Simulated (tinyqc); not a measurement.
Inside a calculation. Method: plane-wave Kohn-Sham cycle with exchange-only LDA in a layered model solid. Computed by tinyqc, a small Python program that keeps every step. Settings: points = 16, plane-wave index or count = 3, electrons = 2, k points = 2, area = 35.0, mixing = 0.1, iteration cap = 79, Kerker q0 = 0.54. Command: `OMP_NUM_THREADS=1 python tinyqc.py 22865 22866 out.jsonl` (the two numbers bound the seeds that draw the settings). One thread of a shared host (Intel(R) Xeon(R) Processor @ 2.60GHz), about 0.03 s of CPU time with the checks. Later iterations appear only in the table of the cycle.

## Iteration 1: potential

A solid whose potential varies along x alone (atomic units):
```
parameter                      value
period a                   12.700000
cross-section of the cell  35.000000
electrons per cell                 2
grid points                       16
plane waves -n..n, n               3
k points                           2
V1 in V1 cos(2 pi x/a)     -0.640000
V2 in V2 cos(4 pi x/a)     -0.210000
```

density at the start, on the grid x_j = j a/N (e/bohr^3): 0.00449944  0.00449944  0.00449944  0.00449944  0.00449944  0.00449944  0.00449944  0.00449944  0.00449944  0.00449944  0.00449944  0.00449944  0.00449944  0.00449944  0.00449944  0.00449944

V_H(G) = 4 pi rho(G)/G^2 for G != 0 (uniform background); v_x = -(3 rho/pi)^(1/3); V = V_ext + V_H + v_x; Fourier components f(G_m) = (1/N) sum_j f(x_j) exp(-i G_m x_j).

Potentials on the grid (hartree):
```
x              V_ext       V_H        v_x          V
0.000000   -0.850000  0.000000  -0.162571  -1.012571
0.793750   -0.739775  0.000000  -0.162571  -0.902346
1.587500   -0.452548  0.000000  -0.162571  -0.615119
2.381250   -0.096425  0.000000  -0.162571  -0.258996
3.175000    0.210000  0.000000  -0.162571   0.047429
3.968750    0.393410  0.000000  -0.162571   0.230839
4.762500    0.452548  0.000000  -0.162571   0.289977
5.556250    0.442790  0.000000  -0.162571   0.280219
6.350000    0.430000  0.000000  -0.162571   0.267429
7.143750    0.442790  0.000000  -0.162571   0.280219
7.937500    0.452548  0.000000  -0.162571   0.289977
8.731250    0.393410  0.000000  -0.162571   0.230839
9.525000    0.210000  0.000000  -0.162571   0.047429
10.318750  -0.096425  0.000000  -0.162571  -0.258996
11.112500  -0.452548  0.000000  -0.162571  -0.615119
11.906250  -0.739775  0.000000  -0.162571  -0.902346
```

V(G_m), m = 0, 1, 2, ... (hartree): -0.162571  -0.320000  -0.105000  0.000000  0.000000  0.000000  0.000000

## Iteration 1: Hamiltonian at one k

k = 0.250000 2 pi / a

H(m,m') = (k + G_m)^2/2 delta + V(G_m - G_m'), with V(-G) = V(G).

H (hartree):
```
           -3         -2         -1         +0         +1         +2         +3
-3   0.762953  -0.320000  -0.105000   0.000000   0.000000   0.000000   0.000000
-2  -0.320000   0.212228  -0.320000  -0.105000   0.000000   0.000000   0.000000
-1  -0.105000  -0.320000  -0.093730  -0.320000  -0.105000   0.000000   0.000000
+0   0.000000  -0.105000  -0.320000  -0.154922  -0.320000  -0.105000   0.000000
+1   0.000000   0.000000  -0.105000  -0.320000   0.028653  -0.320000  -0.105000
+2   0.000000   0.000000   0.000000  -0.105000  -0.320000   0.456995  -0.320000
+3   0.000000   0.000000   0.000000   0.000000  -0.105000  -0.320000   1.130103
```

## Iteration 1: levels at that k

Diagonalise the Hermitian matrix.

eigenvalues (hartree): -0.730805  -0.212974  0.178995  0.371830  0.563271  0.912690  1.259271

## Iteration 1: new density

Motion across x is left out: the lowest 1 band(s) hold two electrons at each of the k points (j + 1/2)/nk - 1/2. Residual R = rho(out) - rho(in); rho(new) = rho(in) + 0.1 R, with R(G) scaled by G^2/(G^2 + 0.54^2) (Kerker). rho(out) = 2/(a A nk) sum |psi|^2 with psi = sum c exp(i G x). Harris energy E = band energy - dV sum rho (V_H/2 + v_x) + (3/4) dV sum rho v_x with rho(in), dV = a A/N, band energy = (2/nk) sum of the filled levels.

rho(out) (e/bohr^3): 0.02227989  0.01664190  0.00671389  0.00133476  0.00013039  0.00002014  0.00001187  0.00000095  0.00000333  0.00000095  0.00001187  0.00002014  0.00013039  0.00133476  0.00671389  0.01664190

density after iteration 1 (e/bohr^3): 0.00567748  0.00521416  0.00444845  0.00413610  0.00418001  0.00427520  0.00433886  0.00437229  0.00438337  0.00437229  0.00433886  0.00427520  0.00418001  0.00413610  0.00444845  0.00521416

energy per cell = -1.38032452 hartree

## Iteration 2: potential

As before.

Potentials on the grid (hartree):
```
x              V_ext        V_H        v_x          V
0.000000   -0.850000   0.025857  -0.175675  -0.999818
0.793750   -0.739775   0.021527  -0.170760  -0.889008
1.587500   -0.452548   0.011740  -0.161955  -0.602763
2.381250   -0.096425   0.002020  -0.158072  -0.252477
3.175000    0.210000  -0.005063  -0.158629   0.046308
3.968750    0.393410  -0.009640  -0.159824   0.223946
4.762500    0.452548  -0.012419  -0.160614   0.279516
5.556250    0.442790  -0.013907  -0.161025   0.267858
6.350000    0.430000  -0.014374  -0.161161   0.254465
7.143750    0.442790  -0.013907  -0.161025   0.267858
7.937500    0.452548  -0.012419  -0.160614   0.279516
8.731250    0.393410  -0.009640  -0.159824   0.223946
9.525000    0.210000  -0.005063  -0.158629   0.046308
10.318750  -0.096425   0.002020  -0.158072  -0.252477
11.112500  -0.452548   0.011740  -0.161955  -0.602763
11.906250  -0.739775   0.021527  -0.170760  -0.889008
```

V(G_m), m = 0, 1, 2, ... (hartree): -0.162412  -0.312766  -0.104754  -0.000729  -0.000390  -0.000090  0.000007

## Iteration 2: Hamiltonian at one k

k = 0.250000 2 pi / a

As before.

H (hartree):
```
           -3         -2         -1         +0         +1         +2         +3
-3   0.763112  -0.312766  -0.104754  -0.000729  -0.000390  -0.000090   0.000007
-2  -0.312766   0.212387  -0.312766  -0.104754  -0.000729  -0.000390  -0.000090
-1  -0.104754  -0.312766  -0.093571  -0.312766  -0.104754  -0.000729  -0.000390
+0  -0.000729  -0.104754  -0.312766  -0.154763  -0.312766  -0.104754  -0.000729
+1  -0.000390  -0.000729  -0.104754  -0.312766   0.028812  -0.312766  -0.104754
+2  -0.000090  -0.000390  -0.000729  -0.104754  -0.312766   0.457154  -0.312766
+3   0.000007  -0.000090  -0.000390  -0.000729  -0.104754  -0.312766   1.130262
```

## Iteration 2: levels at that k

As before.

eigenvalues (hartree): -0.718160  -0.203373  0.179750  0.364658  0.559175  0.907025  1.254316

## Iteration 2: new density

As before.

rho(out) (e/bohr^3): 0.02224609  0.01662798  0.00672621  0.00134753  0.00013460  0.00002127  0.00001225  0.00000098  0.00000329  0.00000098  0.00001225  0.00002127  0.00013460  0.00134753  0.00672621  0.01662798

density after iteration 2 (e/bohr^3): 0.00676819  0.00588252  0.00441481  0.00380829  0.00388383  0.00406163  0.00418181  0.00424530  0.00426640  0.00424530  0.00418181  0.00406163  0.00388383  0.00380829  0.00441481  0.00588252

energy per cell = -1.35591369 hartree

## Convergence

Stop when sqrt(dV sum R^2) is below 1e-8, dV = a A/N.

Course of the cycle:
```
iteration  E (hartree)  norm of the residual
1          -1.38032452              1.51e-01
2          -1.35591369              1.42e-01
3          -1.33268027              1.33e-01
4          -1.31097471              1.26e-01
5          -1.29091131              1.18e-01
6          -1.27248954              1.11e-01
7          -1.25565067              1.05e-01
8          -1.24030699              9.88e-02
9          -1.22635769              9.32e-02
10         -1.21369784              8.79e-02
11         -1.20222353              8.30e-02
...                ...                   ...
69         -1.09808693              4.43e-03
70         -1.09808297              4.22e-03
71         -1.09808048              4.02e-03
72         -1.09807925              3.83e-03
73         -1.09807909              3.65e-03
74         -1.09807983              3.48e-03
75         -1.09808135              3.31e-03
76         -1.09808349              3.16e-03
77         -1.09808617              3.01e-03
78         -1.09808927              2.86e-03
79         -1.09809271              2.73e-03
```

Not converged within 79 iterations: the residual falls steadily but slowly, by a factor of about 0.95 a step. Reruns (cap 100 unless said): mixing 0.5, Kerker q0 1.0: not converged; mixing 0.3, Pulay depth 5: converged in 13 (E = -1.09822); the original settings with a cap of 400: converged in 339 (E = -1.09822).
